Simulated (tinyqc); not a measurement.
k.p values derived from sp3s* tight binding at Gamma: one step. Linear terms and the Kane energy. Two cases, with inputs chosen for the exercise.

Task: <s state|dH/dkx|x state> = i P with P = (a/4)(sa pc Vsapc + sc pa Vscpa), sa, sc and pa, pc being the parts of the two states; for s* on the anion P = (a/4) pc Vxapc, on the cation (a/4) pa Vpaxc. Ep = P^2/c for S+ to P-.

At Gamma the states are two-level mixtures: s-like S+ (upper) and S- (lower) from [[Esa, Vss], [Vss, Esc]], p-like P- (valence) and P+ from [[Epa, Vxx], [Vxx, Epc]], and the bare s* levels. With real k in 1/angstrom and kz = 0, the phase sums over the four bonds are g0 = 1 - (a k/4)^2/2, g1 = i a kx/4, g3 = -(a/4)^2 kx ky to second order. Each mixture is written (anion, cation) with the anion part positive. c = hbar^2/2m0. No spin-orbit coupling.

Constants: hbar^2/2m0 = 3.80998211 eV angstrom^2.

Give: Couplings; Ep.

Case 1.

Values chosen (near a published set for AlAs, fitted to gaps, whose masses and valley positions are rough; shifted at random, so the results belong to these values and not to a real crystal):
- a = 5.66 angstrom (lattice constant)
- Vsapc = 5.084 eV (s anion, p cation)
- Vscpa = 5.483 eV (s cation, p anion)
- Vxapc = 4.495 eV (s* anion, p cation)
- Vpaxc = 4.976 eV (p anion, s* cation)
- Exa = 7.476 eV (s* level of the anion)
- Exc = 6.781 eV (s* level of the cation)

States:
```
state      E (eV)  anion part  cation part
S-     -11.824552   0.8462625    0.5327661
P-      -0.003221   0.8870279   -0.4617158
S+       3.062552   0.5327661   -0.8462625
P+       4.604221   0.4617158    0.8870279
```

Result:

Couplings:
```
pair       P (eV angstrom)  E(first) - E(second) (eV)
S+ to P-           -7.5935                     3.0658
S+ to P+            0.3682                    -1.5417
S- to P-            0.8556                   -11.8213
s*a to P-          -2.9367                     7.4792
s*c to P-           6.2456                     6.7842
```

Ep = 15.134 eV

Case 2.

Values chosen (near a published set for InP, fitted to gaps, whose masses and valley positions are rough; shifted at random, so the results belong to these values and not to a real crystal):
- a = 5.866 angstrom (lattice constant)
- Vsapc = 2.241 eV (s anion, p cation)
- Vscpa = 5.53 eV (s cation, p anion)
- Vxapc = 3.444 eV (s* anion, p cation)
- Vpaxc = 4.476 eV (p anion, s* cation)
- Exa = 8.267 eV (s* level of the anion)
- Exc = 7.111 eV (s* level of the cation)

States:
```
state      E (eV)  anion part  cation part
S-     -11.339490   0.8802081    0.4745879
P-      -0.010775   0.9055120   -0.4243207
S+       1.369490   0.4745879   -0.8802081
P+       4.897775   0.4243207    0.9055120
```

Result:

Couplings:
```
pair       P (eV angstrom)  E(first) - E(second) (eV)
S+ to P-           -7.1256                     1.3803
S+ to P+           -1.6166                    -3.5283
S- to P-            2.2577                   -11.3287
s*a to P-          -2.1431                     8.2778
s*c to P-           5.9438                     7.1218
```

Ep = 13.327 eV

The two terms of S+ to P- have the same sign and add: S+ and P- both change sign from anion to cation. An on-site momentum element between s and p, which real atoms have, is absent from this model.

Computed by tinyqc, one run a case: `OMP_NUM_THREADS=1 python tinyqc.py N N+1 out.jsonl` with N = 1480130, 1480292; one thread of a shared Intel(R) Xeon(R) Processor @ 2.30GHz, about 0.01 s a run at most.
